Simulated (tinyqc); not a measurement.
## Density and mobility of a removed layer (differential Hall)

Problem. For layers in parallel the sheet conductance g = 1/Rs and the product g mu_H (mu_H signed, unit Hall factors) are additive. Find the sheet density and mobility of the layer that was removed, and its share of the conductance.

Constants: q = 1.602176634e-19 C. Results are converted to the units shown.

Rs before and after removing the top layer (ohm/square): [4614.4530, 5029.4191]
apparent mobility before and after, signed (cm^2/(V s)): [-654.91794, -730]

Solution. The differences give g1 = q n mu and g1 mu = q n mu^2; their ratio is mu and g1^2/(q g1 mu) is n.

sheet density = 6.20e11 cm^-2
mobility = 180 cm^2/(V s)
share of the conductance = 8.25 %

Numbers from tinyqc (`OMP_NUM_THREADS=1 python tinyqc.py 2850193 2850194 out.jsonl`; about 0.01 s on one thread of a shared Intel Xeon 2.30GHz).
